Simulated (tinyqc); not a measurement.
Grain-boundary trapping model (Seto) of a polycrystalline semiconductor film: one step, computed by the program tinyqc. Command: `OMP_NUM_THREADS=1 python tinyqc.py 3011616 3011617 out.jsonl poly walk`. One thread of a shared host (Intel(R) Xeon(R) Processor @ 2.30GHz), about 0.01 s of CPU time with the checks.

Grains of equal size L are joined by thin boundaries with one trap level. Trapped carriers deplete a width W on each side and raise a barrier, crossed by thermionic emission. Dopants are fully ionised, statistics are non-degenerate and mu_g does not depend on T.

Problem. Activation energy. N_c(T) = N_c (T/300 K)^(3/2). Filled traps Q = Q_t/(1 + (1/2) exp((E_t* - E_F)/k_B T)), where E_t* = e V_B - E_t and E_F are counted from the band edge at the grain centre. Partial depletion: Q = 2 N W, V_B = e N W^2/(2 eps eps_0), E_F = k_B T ln(N/N_c); solve for W. If that W would exceed L/2 the grain is fully depleted: W = L/2, Q = N L, and E_F follows from the trap equation. Centre density n_0 = N_c exp(E_F/k_B T). Boundary: sigma_b = L e^2 n_0 exp(-e V_B/k_B T)/sqrt(2 pi m k_B T); drift through the grain, depleted parts included: rho_g = [(1 - 2W/L) + (2W/L) int_0^1 exp(y^2 s^2) ds]/(e n_0 mu_g); rho = 1/sigma_b + rho_g. Mean carrier density n_av = n_0 [(1 - 2W/L) + (2W/L) (sqrt(pi)/2) erf(y)/y], y = sqrt(e V_B/k_B T); effective mobility 1/(e n_av rho). E_a = d ln(rho)/d(1/k_B T) from T - 5 K and T + 5 K; temperature coefficient d ln(rho)/dT.

Inputs (values chosen for the exercise, modelled on polycrystalline silicon): permittivity eps = 11.7; effective mass m = 0.41 m_0; effective density of states at 300 K, N_c = 2e+19 1/cm^3; grain size L = 200 nm; trap density Q_t = 8.7e+11 1/cm^2; trap level E_t below the band edge = 0.23 eV; doping N = 7.1e+16 1/cm^3; mobility inside the grains mu_g = 78 cm^2/(V s); temperature T = 300 K.

Grain interior: resistance included.

Constants: k_B = 8.617333262e-05 eV/K; e = 1.602176634e-19 C; eps_0 = 8.8541878128e-12 F/m; m_0 = 9.1093837015e-31 kg; k_B = 1.380649e-23 J/K.

Give: activation energy E_a; temperature coefficient.

Solution.

activation energy E_a = 0.1372 eV

temperature coefficient = -1.770 %/K
